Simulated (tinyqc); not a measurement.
Conductivity against oxygen pressure: defect equilibria of an oxide against oxygen pressure (mass action). Computed by tinyqc, a small Python program. Command: `OMP_NUM_THREADS=1 python tinyqc.py 3020182 3020183 out.jsonl brouwer walk`. One thread of a shared host (Intel(R) Xeon(R) Processor @ 2.30GHz), about 0.01 s of CPU time with the checks.

Defects: oxygen vacancies V (charge +2), electrons n, holes p, the ionic partner X = O_i'' (charge -2), and the dopant. Activities are taken equal to concentrations.

Inputs (values chosen for the exercise, for a model oxide):
```
quantity                           value             unit
reduction enthalpy H_r               4.1               eV
prefactor K_r0                   2.9e+67  cm^-9 atm^(1/2)
gap E_g                             3.42               eV
prefactor N_c N_v                2.9e+42            cm^-6
disorder enthalpy H_s               3.32               eV
prefactor K_s0                   4.2e+45            cm^-6
dopant density N_d               7.3e+17            cm^-3
temperature T                        800                K
electron mobility mu_n              0.22       cm^2/(V s)
hole mobility mu_p                   1.3       cm^2/(V s)
vacancy diffusion prefactor D_0    0.055           cm^2/s
vacancy migration energy E_m        0.56               eV
```

Ionic disorder: anion Frenkel. Dopant (singly charged, fully ionised): donor.

Constants: k_B = 8.617333262e-05 eV/K; e = 1.602176634e-19 C.

Method:
- K_r = K_r0 exp(-H_r/k_B T) = [V] n^2 P^(1/2); K_i = N_c N_v exp(-E_g/k_B T) = n p; K_s = K_s0 exp(-H_s/k_B T) = [X] [V].
- Neutrality: 2 [V] + p + N_d = n + 2 [X]. With n as the unknown, [V] = K_r/(n^2 P^(1/2)), p = K_i/n, [X] = K_s/[V]; the log ratio is ln(positive/negative).
- The root is found by 60 bisections in ln n between n = 1e-10 and 1e25 cm^-3.
- sigma_n = e n mu_n, sigma_p = e p mu_p, sigma_ion = 2 e [V] mu_V with mu_V = 2 e D/(k_B T) and D = D_0 exp(-E_m/k_B T); only the oxygen vacancies carry ionic current, and the ionic transport number is sigma_ion over the total.

K_r = 4.30066e+41 cm^-9 atm^(1/2)

K_i = 8.26697e+20 cm^-6

K_s = 5.10705e+24 cm^-6

Log10 of the conductivities in S/cm:
```
log10 P (atm)   n-type   p-type    ionic    total  ionic transport number
-28            -0.7834  -16.433   -3.525  -0.7826               0.0018117
-24            -1.3503  -15.867   -4.391  -1.3499               0.0009103
-20            -1.5804  -15.636   -5.931  -1.5804               0.0000447
-16            -1.5894  -15.627   -7.912  -1.5894               0.0000005
-12            -1.5896  -15.627   -9.912  -1.5896               0.0000000
-8             -1.5903  -15.627  -11.911  -1.5903               0.0000000
-4             -1.6505  -15.566  -13.790  -1.6505               0.0000000
0              -2.2611  -14.956  -14.569  -2.2611               0.0000000
```

What follows from these numbers?

The ionic transport number stays at or below about 0.0018: no electrolytic window. The total has no minimum inside this range.

Extremes, crossings and ranges named in words are read from the listed rows.
